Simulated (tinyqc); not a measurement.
# Ten-year voltage from two stress tests

Question. Lifetimes follow tau = t0 exp(B/Vd). Ten years are 3.15576e8 s. Find B, t0 and the drain voltage for ten years.

lifetimes at Vd = 3.9 and 4.4 V (s): [1.7e5, 8961.23448]

Solution. ln(tau) is linear in 1/Vd.

B = 101 V
t0 = 9.62e-7 s
ten-year voltage = 3.02 V

Program tinyqc, `OMP_NUM_THREADS=1 python tinyqc.py 2550163 2550164 out.jsonl`; Intel Xeon 2.30GHz, shared host, one thread, about 0.01 s.
